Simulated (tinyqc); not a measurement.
# n-type polysilicon, carrier trapping at grain boundaries: effect of the trap density of a grain boundary

One-dimensional grains of size Lg, uniform ionised doping N, monovalent traps Qt at each boundary at a depth Et below (for electrons) or above (for holes) the band edge there, abrupt depletion of width W on each side of a boundary, Boltzmann statistics. xi is the distance from the band edge at the grain centre to the Fermi level. Trapped charge Qt/(1 + exp((xi + VB - Et)/Vt)) = 2 N W, barrier VB = q N W^2/(2 eps0 eps_r).

If the trap equation with xi = Vt ln(NB/N) has a root W < Lg/2, the grain is partly depleted; otherwise W = Lg/2 and the trap equation gives xi = Et - VB + Vt ln(Qt/(N Lg) - 1). N* = Qt/Lg. n0 = NB exp(-xi/Vt); mean density n0 (1 - 2 W/Lg) by charge balance in a partly depleted grain, and n0 (sqrt(pi)/2) erf(u)/u with u = sqrt(VB/Vt) in a fully depleted one; v = sqrt(kB T/(2 pi ms m0)); barrier resistivity Vt exp(VB/Vt)/(q fe n0 v Lg); grain resistivity (1 - 2 W/Lg)/(q n0 mug); effective mobility 1/(q mean density total resistivity). Rows with xi above 0.45 V, towards mid-gap, are left out, since the other carrier type is ignored.

Values chosen for this exercise; values of the order met in polycrystalline silicon: temperature T = 300 K; relative permittivity eps_r = 11.7; conduction-band density of states at T NB = 2.8e19 cm^-3; grain size Lg = 29 nm; depth of the trap level from the majority band edge at the boundary Et = 0.44 eV; mass for thermionic emission ms = 0.56 m0; correction factor of the emission rate fe = 0.12; mobility inside the grains mug = 110 cm^2/(V s); doping N = 6.1e17 cm^-3.

Constants: q = 1.602176634e-19 C, kB = 1.380649e-23 J/K, m0 = 9.1093837015e-31 kg, Vt = kB T/q, eps0 = 8.8541878128e-14 F/cm where lengths are in cm. Results are converted to the units shown.

Effect of the trap density of a grain boundary:

| Qt (cm^-2) | N/N* | depleted share 2 W/Lg | VB (V) | xi (V) | mean density (cm^-3) | resistivity (ohm cm) | effective mobility (cm^2/(V s)) |
|---|---|---|---|---|---|---|---|
| 2e11 | 8.845 | 0.1131 | 0.001268 | 0.09892 | 5.410e17 | 0.3046 | 37.88 |
| 3.4e11 | 5.203 | 0.1922 | 0.003664 | 0.09892 | 4.928e17 | 0.3188 | 39.73 |
| 5.7e11 | 3.104 | 0.3222 | 0.01030 | 0.09892 | 4.134e17 | 0.3780 | 39.94 |
| 9.7e11 | 1.824 | 0.5483 | 0.02982 | 0.09892 | 2.755e17 | 0.7121 | 31.81 |
| 1.6e12 | 1.106 | 0.9044 | 0.08113 | 0.09892 | 5.830e16 | 4.885 | 21.92 |
| 2.8e12 | 0.6318 | 1.000 | 0.09918 | 0.3269 | 4.066e13 | 6.616e4 | 2.320 |
| 4.7e12 | 0.3764 | 1.000 | 0.09918 | 0.3539 | 1.430e13 | 1.881e5 | 2.320 |
| 8e12 | 0.2211 | 1.000 | 0.09918 | 0.3734 | 6.728e12 | 3.998e5 | 2.320 |

As Qt goes from 2e11 to 8e12, VB rises from 0.00127 to 0.0992 V, the resistivity rises from 0.305 to 4.00e5 ohm cm and the effective mobility goes from 37.9 through a maximum of 39.9 (at Qt = 5.7e11 among the rows listed) to 2.32 cm^2/(V s). For Qt = 2e11, 3.4e11, 5.7e11 VB is below Vt, where abrupt depletion and thermionic emission are rough. For Qt = 9.7e11, 1.6e12 the grain is near the changeover between partial and full depletion, within a few Debye lengths, where both limits are rough.

Numbers from tinyqc (`OMP_NUM_THREADS=1 python tinyqc.py 2830020 2830021 out.jsonl`; about 0.01 s on one thread of a shared Intel Xeon 2.30GHz).
